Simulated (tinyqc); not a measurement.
# Worked calculation: free and trapped electrons in a MOS channel with a dense trap tail

Numbers from tinyqc (`OMP_NUM_THREADS=1 python tinyqc.py 2222074 2222075 out.jsonl`; about 0.02 s on one thread of a shared Intel Xeon 2.30GHz). Printed values are rounded.

p-type body, charge-sheet picture, full ionisation (an idealisation for deep acceptors), Boltzmann statistics for free electrons. e = Ec - EF at the surface. Acceptor-like traps of density D(E) = D0 + De exp(-E/Ew) at depth E below Ec, from 0 to Eu, hold n_t = integral of D(E)/(1 + exp((e - E)/Vt)). psi = Eg - Vt ln(Nv/Na) - e; N_dep = sqrt(2 eps0 eps_r Na (psi - Vt)/q); n_f = sqrt(N_dep^2 + 2 eps0 eps_r Vt Nc exp(-e/Vt)/q) - N_dep; Vg = Vfb + psi + q (N_dep + n_t + n_f)/Cox, Cox = eps0 eox/tox.

Inputs (values chosen for the exercise); band and dielectric values close to those of silicon: temperature T = 475 K; band gap Eg = 1.11 eV; relative permittivity eps_r = 11.7; conduction-band density of states at T Nc = 5.66e19 cm^-3; valence-band density of states at T Nv = 5.28e19 cm^-3; relative permittivity of the insulator eox = 3.9; insulator thickness tox = 27 nm; acceptor density Na = 5.8e16 cm^-3; flat-band voltage without trapped charge Vfb = -0.97 V; constant background density of acceptor-like traps D0 = 1.3e11 cm^-2 eV^-1; density of the tail at the conduction edge De = 4.4e12 cm^-2 eV^-1; decay energy of the tail Ew = 0.12 eV; depth below Ec down to which the traps reach Eu = 0.54 eV; mobility of free electrons mf = 170 cm^2/(V s); Ec - EF at the surface e = 0.3 eV.

Constants: q = 1.602176634e-19 C, kB = 1.380649e-23 J/K, Vt = kB T/q, eps0 = 8.8541878128e-14 F/cm where lengths are in cm. Results are converted to the units shown.

## Trapped charge

Trapezoid rule on 15 equal steps from 0 to Eu, f = 1/(1 + exp((e - E)/Vt)).

```
point  E (eV)  D(E) f (cm^-2 eV^-1)
0           0             2.97027e9
1       0.036             5.35065e9
2       0.072             9.65837e9
3       0.108            1.74564e10
4       0.144            3.14968e10
5        0.18            5.62670e10
6       0.216            9.75912e10
7       0.252            1.58088e11
8       0.288            2.26072e11
9       0.324            2.73525e11
10       0.36            2.83587e11
11      0.396            2.66729e11
12      0.432            2.40655e11
13      0.468            2.15508e11
14      0.504            1.94648e11
15       0.54            1.78373e11
```

n_t = 7.80230e10 cm^-2

With 1600 steps n_t = 7.807e10 cm^-2; the coarse value is 0.061 % below it.

## Charges and gate voltage

psi, N_dep, n_f and Vg as defined, with the n_t given; free share n_f/(n_f + n_t); apparent mobility mf n_f/(n_f + n_t); gate voltage spent on traps q n_t/Cox.

psi = 0.531094 V
N_dep = 6.06333e11 cm^-2
n_f = 1.59988e10 cm^-2
Vg = 0.438456 V
free share = 17.0160 %
apparent mobility = 28.9272 cm^2/(V s)
gate voltage spent on traps = 0.0977425 V
